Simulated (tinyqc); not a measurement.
Inside a calculation. Method: plane-wave Kohn-Sham cycle with exchange-only LDA in a layered model solid. Computed by tinyqc, a small Python program that keeps every step. Settings: points = 16, plane-wave index or count = 2, electrons = 2, k points = 4, area = 21.0, mixing = 0.5, iteration cap = 61, Pulay depth = 5. Command: `OMP_NUM_THREADS=1 python tinyqc.py 27354 27355 out.jsonl` (the two numbers bound the seeds that draw the settings). One thread of a shared host (Intel(R) Xeon(R) Processor @ 2.60GHz), about 0.01 s of CPU time with the checks. Later iterations appear only in the table of the cycle.

## Iteration 1: potential

A solid whose potential varies along x alone (atomic units):

| parameter | value |
|---|---|
| period a | 11.100000 |
| cross-section of the cell | 21.000000 |
| electrons per cell | 2 |
| grid points | 16 |
| plane waves -n..n, n | 2 |
| k points | 4 |
| V1 in V1 cos(2 pi x/a) | -0.500000 |
| V2 in V2 cos(4 pi x/a) | -0.220000 |

density at the start, on the grid x_j = j a/N (e/bohr^3): 0.0085800  0.0085800  0.0085800  0.0085800  0.0085800  0.0085800  0.0085800  0.0085800  0.0085800  0.0085800  0.0085800  0.0085800  0.0085800  0.0085800  0.0085800  0.0085800

V_H(G) = 4 pi rho(G)/G^2 for G != 0 (uniform background); v_x = -(3 rho/pi)^(1/3); V = V_ext + V_H + v_x; Fourier components f(G_m) = (1/N) sum_j f(x_j) exp(-i G_m x_j).

Potentials on the grid (hartree):

| x | V_ext | V_H | v_x | V |
|---|---|---|---|---|
| 0.00000 | -0.72000 | 0.00000 | -0.20160 | -0.92160 |
| 0.69375 | -0.61750 | 0.00000 | -0.20160 | -0.81910 |
| 1.38750 | -0.35355 | 0.00000 | -0.20160 | -0.55515 |
| 2.08125 | -0.03578 | 0.00000 | -0.20160 | -0.23738 |
| 2.77500 | 0.22000 | 0.00000 | -0.20160 | 0.01840 |
| 3.46875 | 0.34691 | 0.00000 | -0.20160 | 0.14531 |
| 4.16250 | 0.35355 | 0.00000 | -0.20160 | 0.15196 |
| 4.85625 | 0.30638 | 0.00000 | -0.20160 | 0.10478 |
| 5.55000 | 0.28000 | 0.00000 | -0.20160 | 0.07840 |
| 6.24375 | 0.30638 | 0.00000 | -0.20160 | 0.10478 |
| 6.93750 | 0.35355 | 0.00000 | -0.20160 | 0.15196 |
| 7.63125 | 0.34691 | 0.00000 | -0.20160 | 0.14531 |
| 8.32500 | 0.22000 | 0.00000 | -0.20160 | 0.01840 |
| 9.01875 | -0.03578 | 0.00000 | -0.20160 | -0.23738 |
| 9.71250 | -0.35355 | 0.00000 | -0.20160 | -0.55515 |
| 10.40625 | -0.61750 | 0.00000 | -0.20160 | -0.81910 |

V(G_m), m = 0, 1, 2, ... (hartree): -0.20160  -0.25000  -0.11000  0.00000  0.00000

## Iteration 1: Hamiltonian at one k

k = 0.12500 2 pi / a

H(m,m') = (k + G_m)^2/2 delta + V(G_m - G_m'), with V(-G) = V(G).

H (hartree), lower triangle:
```
          -2        -1        +0        +1       +2
-2   0.36163
-1  -0.25000  -0.07894
+0  -0.11000  -0.25000  -0.19909
+1   0.00000  -0.11000  -0.25000   0.00116
+2   0.00000   0.00000  -0.11000  -0.25000  0.52184
```

## Iteration 1: levels at that k

Diagonalise the Hermitian matrix.

eigenvalues (hartree): -0.60819  -0.05776  0.16957  0.47632  0.62666

## Iteration 1: new density

Motion across x is left out: the lowest 1 band(s) hold two electrons at each of the k points (j + 1/2)/nk - 1/2. Residual R = rho(out) - rho(in); rho(new) = rho(in) + 0.5 R. rho(out) = 2/(a A nk) sum |psi|^2 with psi = sum c exp(i G x). Harris energy E = band energy - dV sum rho (V_H/2 + v_x) + (3/4) dV sum rho v_x with rho(in), dV = a A/N, band energy = (2/nk) sum of the filled levels.

rho(out) (e/bohr^3): 0.0346749  0.0287481  0.0159914  0.0054756  0.0009454  0.0000626  0.0000020  0.0000338  0.0000875  0.0000338  0.0000020  0.0000626  0.0009454  0.0054756  0.0159914  0.0287481

density after iteration 1 (e/bohr^3): 0.0216275  0.0186640  0.0122857  0.0070278  0.0047627  0.0043213  0.0042910  0.0043069  0.0043337  0.0043069  0.0042910  0.0043213  0.0047627  0.0070278  0.0122857  0.0186640

energy per cell = -1.1122660 hartree

## Iteration 2: potential

As before.

Potentials on the grid (hartree):

| x | V_ext | V_H | v_x | V |
|---|---|---|---|---|
| 0.00000 | -0.72000 | 0.32794 | -0.27436 | -0.66642 |
| 0.69375 | -0.61750 | 0.29005 | -0.26121 | -0.58866 |
| 1.38750 | -0.35355 | 0.19296 | -0.22723 | -0.38782 |
| 2.08125 | -0.03578 | 0.07280 | -0.18862 | -0.15161 |
| 2.77500 | 0.22000 | -0.03957 | -0.16568 | 0.01475 |
| 3.46875 | 0.34691 | -0.12977 | -0.16040 | 0.05674 |
| 4.16250 | 0.35355 | -0.19439 | -0.16002 | -0.00085 |
| 4.85625 | 0.30638 | -0.23308 | -0.16022 | -0.08692 |
| 5.55000 | 0.28000 | -0.24594 | -0.16055 | -0.12649 |
| 6.24375 | 0.30638 | -0.23308 | -0.16022 | -0.08692 |
| 6.93750 | 0.35355 | -0.19439 | -0.16002 | -0.00085 |
| 7.63125 | 0.34691 | -0.12977 | -0.16040 | 0.05674 |
| 8.32500 | 0.22000 | -0.03957 | -0.16568 | 0.01475 |
| 9.01875 | -0.03578 | 0.07280 | -0.18862 | -0.15161 |
| 9.71250 | -0.35355 | 0.19296 | -0.22723 | -0.38782 |
| 10.40625 | -0.61750 | 0.29005 | -0.26121 | -0.58866 |

V(G_m), m = 0, 1, 2, ... (hartree): -0.19260  -0.13586  -0.10273  0.00052  0.00087

## Iteration 2: Hamiltonian at one k

k = 0.12500 2 pi / a

As before.

H (hartree), lower triangle:
```
          -2        -1        +0        +1       +2
-2   0.37063
-1  -0.13586  -0.06995
+0  -0.10273  -0.13586  -0.19010
+1   0.00052  -0.10273  -0.13586   0.01016
+2   0.00087   0.00052  -0.10273  -0.13586  0.53083
```

## Iteration 2: levels at that k

As before.

eigenvalues (hartree): -0.40395  0.00241  0.06028  0.42027  0.57256

## Iteration 2: new density

B (overlaps of the stored error matrices):
```
               1              2
1  2.2506073e-03  1.0128827e-03
2  1.0128827e-03  4.5902847e-04
```

Motion across x is left out: the lowest 1 band(s) hold two electrons at each of the k points (j + 1/2)/nk - 1/2. Residual R = rho(out) - rho(in); rho(new) = rho(in) + 0.5 R; Pulay mixing then takes sum c_i of the stored mixed densities, with c from B_ij = sum R_i R_j as in DIIS. rho(out) = 2/(a A nk) sum |psi|^2 with psi = sum c exp(i G x). Harris energy E = band energy - dV sum rho (V_H/2 + v_x) + (3/4) dV sum rho v_x with rho(in), dV = a A/N, band energy = (2/nk) sum of the filled levels.

rho(out) (e/bohr^3): 0.0327768  0.0276048  0.0162442  0.0063749  0.0015585  0.0002458  0.0000539  0.0000945  0.0001498  0.0000945  0.0000539  0.0002458  0.0015585  0.0063749  0.0162442  0.0276048

DIIS coefficients: -0.80988  1.80988

density after iteration 2 (e/bohr^3): 0.0317170  0.0267549  0.0158679  0.0064370  0.0018631  0.0006332  0.0004567  0.0004949  0.0005476  0.0004949  0.0004567  0.0006332  0.0018631  0.0064370  0.0158679  0.0267549

energy per cell = -0.8220627 hartree

## Convergence

Stop when sqrt(dV sum R^2) is below 1e-8, dV = a A/N.

Course of the cycle:

| iteration | E (hartree) | norm of the residual |
|---|---|---|
| 1 | -1.1122660 | 1.81e-01 |
| 2 | -0.8220627 | 8.18e-02 |
| 3 | -0.7523110 | 1.70e-02 |
| 4 | -0.7564220 | 2.59e-02 |
| 5 | -0.7513708 | 6.26e-04 |
| 6 | -0.7513689 | 1.84e-04 |
| 7 | -0.7513688 | 1.78e-05 |
| 8 | -0.7513688 | 4.82e-05 |
| 9 | -0.7513688 | 1.55e-07 |
| 10 | -0.7513688 | 1.07e-09 |

Converged in 10 iterations. Before convergence this energy mixes input and output and is not variational, so it may rise towards its limit.
